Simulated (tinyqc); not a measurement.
What each setting does: recursion (Haydock) method for the local density of states: bulk site of a cubic lattice.

One orbital a site at energy 0, hopping -t to the 6 nearest neighbours of a cubic lattice; the start u0 is a site in the bulk, with energy V. Recursion: a_n = <u_n|H|u_n>, b_(n+1) u_(n+1) = (H - a_n) u_n - b_n u_(n-1), b > 0. G(z) = 1/(z - a0 - b1^2/(z - a1 - b2^2/(...))), z = E + i eta. After n levels the tail is b_n^2 T with the square-root terminator T = (z - sqrt(z - 2b) sqrt(z + 2b))/(2 b^2), b = 3t so that the band edges lie at -/+ 6t.

Values chosen for the exercise:

| symbol | value | unit | meaning |
|---|---|---|---|
| t | 1.1 | eV | hopping |
| V | 0 | eV | shift of the starting site |
| n | 6 |  | levels kept |
| E | -0.52 | eV | energy |
| eta | 0.055 | eV | broadening |

G at z = E + i eta with n levels and terminator.

One parameter was then changed.

Results before and after:

| case | Re G (1/eV) | density (1/eV) |
|---|---|---|
| base | -0.0283 | 0.1274 |
| changed | -0.0149 | 0.1256 |

Which of these changes was made? (a) n = 7; (b) V = 0.5 eV; (c) t = 1.21 eV; (d) E = -0.3 eV; (e) eta = 0.11 eV.

Answer: (d) E = -0.3 eV. Of the candidates, run in turn, only this one gives the changed row.

All candidates:

| case | Re G (1/eV) | density (1/eV) |
|---|---|---|
| base | -0.0283 | 0.1274 |
| t = 1.21 eV | -0.0227 | 0.1155 |
| V = 0.5 eV | -0.1018 | 0.1192 |
| n = 7 | -0.0304 | 0.1276 |
| E = -0.3 eV | -0.0149 | 0.1256 |
| eta = 0.11 eV | -0.0298 | 0.1262 |

(tinyqc, `OMP_NUM_THREADS=1 python tinyqc.py 1480220 1480221 out.jsonl`, Intel(R) Xeon(R) Processor @ 2.30GHz, 1 thread, shared host, about 0.07 s.)
